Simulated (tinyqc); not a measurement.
## Frequency dispersion of an accumulation capacitance by border traps, distributed model: effect of the insulator thickness

Traps spread evenly through the insulator exchange electrons with the semiconductor by tunnelling, with tau(x) = t0 exp(2 ka x) at depth x from the interface. The admittance per area Y seen at depth x obeys dY/dx = -Y^2/(i w eps0 eox) + q Nb ln(1 + i w tau)/tau, with Y(0) = i w Cs and w = 2 pi f; the gate sees Y(tox) = G + i w C. Working variable y = Y/(i w), in uF/cm^2. Cox = eps0 eox/tox.

Cox; trap-free value 1/(1/Cox + 1/Cs); response depth d = ln(1/(w t0))/(2 ka), where w tau = 1; lumped estimate: all traps within d act as C_bt = q Nb d placed at d/2, so C = 1/{1/[1/(1/Cs + d/(2 eps0 eox)) + C_bt] + (tox - d/2)/(eps0 eox)}. C and G from a fine integration; dispersion -d C/d log10 f over C, from f times and over 1.1. For a broad spread of time constants G/w is close to -(pi/2) dC/d ln w.

Inputs (values chosen for the exercise); permittivity close to that of hafnium oxide: relative permittivity of the insulator eox = 19.6; semiconductor capacitance in accumulation Cs = 4.3 uF/cm^2; density of border traps Nb = 1.2e20 cm^-3 eV^-1; decay constant of the wave function in the insulator ka = 5.8 1/nm; time constant of a trap at the interface t0 = 2e-11 s; frequency f = 10000 Hz.

Constants: q = 1.602176634e-19 C, eps0 = 8.8541878128e-14 F/cm where lengths are in cm. Results are converted to the units shown.

The same in every row: d (nm) = 1.171.

Effect of the insulator thickness:

| tox (nm) | C (uF/cm^2) | G/w (uF/cm^2) | dispersion (% a decade) | -(pi/2) dC/d ln w (uF/cm^2) | lumped C (uF/cm^2) | trap-free C (uF/cm^2) |
|---|---|---|---|---|---|---|
| 2 | 4.184 | 0.1761 | 6.158 | 0.1758 | 4.033 | 2.875 |
| 2.8 | 3.509 | 0.1238 | 5.165 | 0.1236 | 3.401 | 2.539 |
| 3.9 | 2.871 | 0.08288 | 4.227 | 0.08278 | 2.798 | 2.187 |
| 5.4 | 2.300 | 0.05320 | 3.387 | 0.05315 | 2.253 | 1.839 |
| 7.5 | 1.800 | 0.03255 | 2.650 | 0.03253 | 1.770 | 1.504 |
| 10 | 1.429 | 0.02053 | 2.104 | 0.02052 | 1.411 | 1.236 |
| 14 | 1.075 | 0.01162 | 1.583 | 0.01161 | 1.064 | 0.9622 |
| 20 | 0.7838 | 0.006173 | 1.154 | 0.006169 | 0.7781 | 0.7220 |

As tox goes from 2 to 20, C falls from 4.18 to 0.784 uF/cm^2, the dispersion falls from 6.16 to 1.15 % a decade and G/w falls from 0.176 to 0.00617 uF/cm^2. The lumped estimate is 3.6 % below C in the first row and 0.73 % below it in the last.

Program tinyqc, `OMP_NUM_THREADS=1 python tinyqc.py 2202110 2202111 out.jsonl`; Intel Xeon 2.30GHz, shared host, one thread, about 0.6 s.
